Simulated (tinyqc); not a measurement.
Kinetic against equilibrium segregation over temperature: surface segregation during layer-by-layer epitaxy: two-layer exchange kinetics and the shape of quantum wells and delta layers. Computed by tinyqc, a small Python program. Command: `OMP_NUM_THREADS=1 python tinyqc.py 3008067 3008068 out.jsonl mbeseg walk`. One thread of a shared host (Intel(R) Xeon(R) Processor @ 2.30GHz), about 0.01 s of CPU time with the checks.

Atoms A and B exchange only between the growing layer and the one below it. B is supplied for N layers, then pure A follows.

Inputs (values chosen for the exercise, close to those used for gallium in AlAs):
```
quantity                                   value      unit
barrier E1 for B to move up                 1.99        eV
segregation energy E_s                     0.086        eV
attempt frequency nu                           1       THz
growth rate G                               0.49  layers/s
share x0 of B in the flux during the well   0.78         -
layers in the well N                           4         -
layer thickness                             2.83  angstrom
temperature T                                590         C
```

Constants: k_B = 8.617333262e-05 eV/K.

Method:
- p1 = nu exp(-E1/(k_B T)) (B up, A down), p2 = nu exp(-(E1 + E_s)/(k_B T)) (B down); time per layer tau = 1/G; K = p1/p2.
- Temperatures in kelvin are T(C) + 273.15.
- Each layer is deposited complete with B share x_dep and then exchanges for the time tau = 1/G with the layer below, whose share is b (total c = s + b fixed): ds/dt = p1 b (1 - s) - p2 s (1 - b), s(0) = x_dep. With the roots s1 < s2 of the right side, (s - s1)/(s - s2) = [(s(0) - s1)/(s(0) - s2)] exp(-(p1 - p2)(s2 - s1) tau). The lower layer is then buried with c - s, and s becomes the b of the next layer.
- In the dilute tail each layer passes up the share R = R_eq (1 - exp(-(p1 + p2) tau)); decay length = -layer thickness/ln R.
- R_eq = K/(1 + K).

Segregation:
```
T (C)      p1 tau     R_eq        R  decay length (angstrom)  peak share
470    6.5213e-02  0.79297  0.06260                    1.021     0.77999
510    3.1888e-01  0.78148  0.26184                    2.112     0.77891
550    1.3364e+00  0.77072  0.63462                    6.223     0.76416
590    4.9040e+00  0.76064  0.75944                   10.284     0.74917
630    1.6038e+01  0.75120  0.75120                    9.892     0.74766
670    4.7437e+01  0.74234  0.74234                    9.498     0.74652
710    1.2846e+02  0.73402  0.73402                    9.152     0.74548
750    3.2179e+02  0.72620  0.72620                    8.846     0.74454
```

What follows from these numbers?

The decay length peaks at 590 C among these rows: below, exchange is too slow; above, equilibrium rules and K = exp(E_s/(k_B T)) falls. p1 tau passes 1 between 510 and 550 C, below which sharp interfaces can be grown. Caution: decay lengths below one layer thickness are only formal. Caution: in the hottest rows B can desorb, which is left out.

Extremes, crossings and ranges named in words are read from the listed rows.
